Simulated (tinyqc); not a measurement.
Inside a calculation. Method: one-electron ion in a basis of Gaussians. Computed by tinyqc, a small Python program that keeps every step. Settings: Z = 4, l = 2. Command: `OMP_NUM_THREADS=1 python tinyqc.py 26527 26528 out.jsonl` (the two numbers bound the seeds that draw the settings). One thread of a shared host (Intel(R) Xeon(R) Processor @ 2.60GHz), about 0.01 s of CPU time with the checks.

## Matrices over normalised Gaussians

exponents of r^l exp(-a r^2) (1/bohr^2): [0.086870, 0.352000, 1.426000, 5.778000, 23.410000]

Z = 4

l = 2

With p = a_i + a_j and I(k) = Gamma((k+1)/2) / (2 p^((k+1)/2)): S = I(2l+2), T = (2l+3) a_i a_j S / p, V = -Z I(2l+1), each divided by sqrt(S_ii S_jj).

S:
```
[[1.000000, 0.451753, 0.068712, 0.006932, 0.000623],
 [0.451753, 1.000000, 0.451859, 0.068715, 0.006933],
 [0.068712, 0.451859, 1.000000, 0.451769, 0.068704],
 [0.006932, 0.068715, 0.451769, 1.000000, 0.451807],
 [0.000623, 0.006933, 0.068704, 0.451807, 1.000000]]
```

T (hartree):
```
[[0.304045, 0.220331, 0.039384, 0.004153, 0.000377],
 [0.220331, 1.232000, 0.892958, 0.159592, 0.016830],
 [0.039384, 0.892958, 4.991000, 3.616915, 0.646425],
 [0.004153, 0.159592, 3.616915, 20.223000, 14.656343],
 [0.000377, 0.016830, 0.646425, 14.656343, 81.935000]]
```

V (hartree):
```
[[-1.003376, -0.720415, -0.203444, -0.040409, -0.007270],
 [-0.720415, -2.019762, -1.450382, -0.409541, -0.081353],
 [-0.203444, -1.450382, -4.065262, -2.918889, -0.824205],
 [-0.040409, -0.409541, -2.918889, -8.183094, -5.875826],
 [-0.007270, -0.081353, -0.824205, -5.875826, -16.471361]]
```

## Generalised eigenproblem

H = T + V (hartree):
```
[[-0.699331, -0.500084, -0.164060, -0.036256, -0.006893],
 [-0.500084, -0.787762, -0.557424, -0.249949, -0.064523],
 [-0.164060, -0.557424, 0.925738, 0.698026, -0.177780],
 [-0.036256, -0.249949, 0.698026, 12.039906, 8.780517],
 [-0.006893, -0.064523, -0.177780, 8.780517, 65.463639]]
```

Solve H C = S C e through S^(-1/2); each column has its largest component positive (the first on a tie).

eigenvalues of S: [0.293052, 0.519182, 0.908614, 1.411480, 1.867673]

eigenvalues (hartree): [-0.877084, -0.457070, 1.721176, 14.817123, 77.248358]

coefficients:
```
[[0.446759, 1.015034, 0.254619, -0.065370, 0.020191],
 [0.679371, -0.791423, -0.733643, 0.218552, -0.067603],
 [0.084213, -0.101163, 1.140560, -0.608765, 0.196047],
 [0.003687, -0.003562, -0.021768, 1.171269, -0.553187],
 [0.000280, -0.000374, 0.007182, -0.061915, 1.138239]]
```

For Z = 4 and l = 2 the exact lowest level is -Z^2/(2 n^2) with n = l + 1: -0.888889 hartree.
